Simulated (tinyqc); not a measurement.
Conduction-band offset of an n-N heterojunction from carrier-profile moments: two steps of the calculation.

Layer 1 (x < 0) accumulates electrons and layer 2 (x > 0) is depleted. Boltzmann statistics. The bands bend down by V1 in layer 1 and up by V2 in layer 2, with V1 + V2 = VD = dE + Vt ln[(N2/Nc2)/(N1/Nc1)].

Parameters, values chosen for the exercise; values of the order of III-V alloys:

| symbol | value | unit | meaning |
|---|---|---|---|
| T | 200 | K | temperature |
| eps_r | 12.7 |  | relative permittivity of both layers |
| Nc1 | 2.2e17 | cm^-3 | density of states of the narrow-gap layer 1 |
| Nc2 | 1e18 | cm^-3 | density of states of the wide-gap layer 2 |
| dE | 0.24 | eV | conduction-band offset |
| N1 | 8.1e15 | cm^-3 | donor density in layer 1 |
| N2 | 2.3e16 | cm^-3 | donor density in layer 2 |
| si | 0 | cm^-2 | fixed charge at the interface |

Constants: q = 1.602176634e-19 C, kB = 1.380649e-23 J/K, Vt = kB T/q, eps0 = 8.8541878128e-14 F/cm where lengths are in cm. Results are converted to the units shown.

Problem 1. Division of the diffusion potential. Sheet densities from the first integral: Q1 = sqrt((2 eps0 eps_r Vt N1/q)(exp(u1) - u1 - 1)) extra electrons, Q2 = sqrt((2 eps0 eps_r Vt N2/q)(exp(-u2) + u2 - 1)) missing ones, u = V/Vt; neutrality Q1 = Q2 + si. Q1 - Q2 rises steadily with V1, so V1 follows by bisection.

Find: VD; V1; V2; Q1; n at x = 0-; n at x = 0+.

Solution 1.

VD = 0.2319 V
V1 = 0.05868 V
V2 = 0.1732 V
Q1 = 2.244e11 cm^-2
n at x = 0- = 2.438e17 cm^-3
n at x = 0+ = 9.930e11 cm^-3

n drops across the interface by 2.46e5 = (Nc1/Nc2) exp(dE/Vt).

Problem 2. Offset from the moments. A C-V profile smears n(x) but keeps its zeroth and first moments: si = -int (N - n) dx, VD = (q/(eps0 eps_r)) int (N - n) x dx, dE = VD - Vt ln[(N2/Nc2)/(N1/Nc1)]. Use the trapezoidal rule on each side.

```
left point  -x (nm)  n in layer 1 (cm^-3)
0                 0            2.43835e17
1             0.894            2.08098e17
2              5.42            1.10563e17
3              15.5            4.66985e16
4              32.8            2.17364e16
5              58.7            1.28681e16
6              94.3            9.65521e15
7               141            8.52704e15
8               199            8.19269e15
9               271            8.11429e15
```

```
right point  x (nm)  n in layer 2 (cm^-3)
0                 0            9.92979e11
1              14.8            1.25588e13
2              36.5            2.44421e14
3              61.9            2.58558e15
4              89.9            1.02442e16
5               120            1.81049e16
6               152            2.16373e16
7               186            2.26808e16
8               221            2.29301e16
9               258            2.29861e16
```

Find: si; VD; dE.

Solution 2.

si = 2.0615e10 cm^-2
VD = 0.23095 V
dE = 0.23906 eV

On these few points dE comes out -0.94 meV from the true 0.24 eV, and si misses by 2.1e10 cm^-2, 9.2 % of Q1.

Numbers from tinyqc (`OMP_NUM_THREADS=1 python tinyqc.py 2410068 2410069 out.jsonl`; about 0.08 s on one thread of a shared Intel Xeon 2.30GHz).
